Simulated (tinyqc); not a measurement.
# Worked calculation: undoped symmetric double-gate MOSFET, analytic potential model

Program tinyqc, `OMP_NUM_THREADS=1 python tinyqc.py 2440167 2440168 out.jsonl`; Intel Xeon 2.30GHz, shared host, one thread, about 0.03 s. Printed values are rounded.

An undoped body of thickness ts between two equal insulators and tied gates; long channel, electrons only, n = ni exp((psi - V)/Vt) with V the quasi-Fermi potential (0 at the source, Vd at the drain), constant mobility, no quantisation. Across the body psi(x) = V - 2 Vt ln[(ts/(2 beta)) sqrt(q ni/(2 eps0 eps_r Vt)) cos(2 beta x/ts)], x from the centre. Q is the electron charge per area of the whole body.

Parameters, values chosen for the exercise; material values close to those of gallium arsenide:

| symbol | value | unit | meaning |
|---|---|---|---|
| T | 273 | K | temperature |
| Eg | 1.43 | eV | band gap |
| eps_r | 13 |  | relative permittivity of the semiconductor |
| Nc | 3.78e17 | cm^-3 | conduction-band density of states at T |
| Nv | 7.92e18 | cm^-3 | valence-band density of states at T |
| eox | 21 |  | relative permittivity of the gate insulator |
| tox | 5.5 | nm | insulator thickness |
| ts | 5 | nm | body thickness |
| dphi | -0.12 | V | gate work function less that of the intrinsic body |
| mu | 320 | cm^2/(V s) | channel mobility |
| L | 1 | um | gate length |
| Vg | 1.37 | V | gate voltage |
| Vd | 0.8 | V | drain voltage |

Constants: q = 1.602176634e-19 C, kB = 1.380649e-23 J/K, Vt = kB T/q, eps0 = 8.8541878128e-14 F/cm where lengths are in cm. Results are converted to the units shown.

Range of the model: In a body this thin, quantum confinement raises the threshold; it is left out. The surface density at the source passes 0.3 Nc, where Boltzmann statistics fail.

## Constants of the body

ni = sqrt(Nc Nv) exp(-Eg/(2 Vt)), Eg in volts; r = eps_r tox/(eox ts); V0 = dphi + 2 Vt ln[(2/ts) sqrt(2 eps0 eps_r Vt/(q ni))].

ni = 1.093174e5 cm^-3
r = 0.6809524
V0 = 0.6218114 V

## Iteration 1: beta at the source by Newton steps

beta at the start = 1.5

With V = 0: f = ln(beta) - ln(cos beta) + 2 r beta tan(beta) - (Vg - V0)/(2 Vt); f' = 1/beta + tan(beta) + 2 r [tan(beta) + beta/cos^2(beta)]; beta(new) = beta - f/f'.

f = 15.95966
f' = 442.2380
beta after iteration 1 = 1.463912

## Iteration 2: beta at the source by Newton steps

As before.

f = 5.299043
f' = 197.8766
beta after iteration 2 = 1.437132

## Course of the iteration: beta at the source by Newton steps

Stop when beta changes by less than 1e-11, or after 40 iterations. beta must stay between 0 and pi/2.

Course of the iteration:
```
iteration      beta  |change|
1          1.463912    0.0361
2          1.437132    0.0268
3          1.429100   8.03e-3
4          1.428609   4.90e-4
5          1.428608   1.63e-6
6          1.428608  1.79e-11
7          1.428608         0
```

Converged in 7 iterations. At the end the number of correct digits about doubles with each step.

## Charges and drain current

beta_s = 1.428608
beta_d = 0.2848249

beta (between 0 and pi/2) solves (Vg - V0 - V)/(2 Vt) = ln(beta) - ln(cos beta) + 2 r beta tan(beta). Q = 8 eps0 eps_r Vt beta tan(beta)/ts; I = mu (1/L)(4 eps0 eps_r/ts)(2 Vt)^2 [g(beta_s) - g(beta_d)] per width, g = beta tan(beta) - beta^2/2 + r beta^2 tan^2(beta), with beta_s at V = 0 and beta_d at V = Vd.

Qs = 4323.699 nC/cm^2
Qd = 36.13059 nC/cm^2
g(beta_s) = 76.77505
g(beta_d) = 0.04756555
I = 500.5115 uA/um

The term r beta^2 tan^2(beta), which gives the square law, makes up 88.3 % of g at the source.

## Potential and electron density across the body at the source

x/ts, point 0 to 6: 0  0.1  0.2  0.3  0.4  0.45  0.5

psi(x) as above with V = 0 and beta = beta_s; n = ni exp(psi/Vt).

```
point    psi (V)    n (cm^-3)
0      0.7585944  1.103807e19
1      0.7605417  1.199060e19
2      0.7667351  1.560184e19
3      0.7785324  2.576102e19
4      0.7999777  6.410020e19
5      0.8182863  1.395879e20
6      0.8505301  5.496585e20
```

The density at the surface is 49.8 times that at the centre (1/cos^2 beta). It reaches 1500 Nc, where Boltzmann statistics overestimate it.
